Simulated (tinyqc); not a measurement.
Modes across the composition range: two-mode optical phonons of a ternary alloy from two coupled oscillators. Computed by tinyqc, a small Python program. Command: `OMP_NUM_THREADS=1 python tinyqc.py 3019210 3019211 out.jsonl twomode walk`. One thread of a shared host (Intel(R) Xeon(R) Processor @ 2.30GHz), about 0.01 s of CPU time with the checks.

An alloy A(x)B(1-x)C has an A-C and a B-C bond oscillator. Each TO frequency moves linearly from the impurity mode (dilute end) to the TO of the pure crystal; each strength is proportional to the number of bonds.

Inputs (values chosen for the exercise, modelled on Al(x)Ga(1-x)As, with A-C the AlAs-like and B-C the GaAs-like bond): omega_TO of pure AC = 361.6 1/cm; omega_LO of pure AC = 398.7 1/cm; omega_TO of pure BC = 268.5 1/cm; omega_LO of pure BC = 289.3 1/cm; eps_inf of AC = 8.44; eps_inf of BC = 11.2; impurity mode of A in BC = 354.9 1/cm; impurity mode of B in AC = 252.3 1/cm.

Method:
- omega_1 = (impurity mode of A) + x (omega_TO,AC - impurity mode of A); omega_2 = (impurity mode of B) + (1 - x)(omega_TO,BC - impurity mode of B); eps_inf = x eps_AC + (1 - x) eps_BC; strengths W_1 = x eps_AC (omega_LO,AC^2 - omega_TO,AC^2), W_2 = (1 - x) eps_BC (omega_LO,BC^2 - omega_TO,BC^2).
- eps(omega) = eps_inf + W_1/(omega_1^2 - omega^2) + W_2/(omega_2^2 - omega^2) = 0 is the eigenproblem of the matrix [[omega_1^2 + W_1/eps_inf, sqrt(W_1 W_2)/eps_inf], [sqrt(W_1 W_2)/eps_inf, omega_2^2 + W_2/eps_inf]] for omega_LO^2.
- The polar coupling of mode j is c_j = (u_j . sqrt(W))^2/(eps_inf^2 omega_j^2), u_j its eigenvector and omega_j here its LO frequency; the c_j add up to 1/eps_inf - 1/eps_s. Froehlich constant alpha_j = (e^2/(4 pi eps_0)) c_j k_j/(2 E_j), E_j = h c omega_j, k_j = sqrt(m* E_j/(hbar^2/(2 m_0))).

Frequencies (1/cm):
```
x     TO, A-C  TO, B-C  lower LO  upper LO  coupling share of the upper LO   eps_s
0.02  355.034  268.176    288.50    355.79                         0.03853  12.953
0.10  355.570  266.880    285.37    359.31                         0.17524  12.754
0.20  356.240  265.260    281.58    363.62                         0.31667  12.501
0.35  357.245  262.830    276.05    369.99                         0.48854  12.110
0.50  358.250  260.400    270.61    376.37                         0.62972  11.706
0.65  359.255  257.970    265.19    382.85                         0.75187  11.288
0.80  360.260  255.540    259.73    389.49                         0.86229  10.857
0.90  360.930  253.920    256.04    394.03                         0.93198  10.562
0.98  361.466  252.624    253.05    397.76                         0.98648  10.322
```

The upper LO moves from 355.8 to 397.8 and the lower from 288.5 to 253.1 per cm. At each dilute end one LO-TO pair closes onto an impurity mode. The upper LO shifts by +0.43 per cm for each per cent of x near the middle, which is how Raman spectra measure composition. Its share of the polar coupling passes one half between x = 0.35 and 0.5.
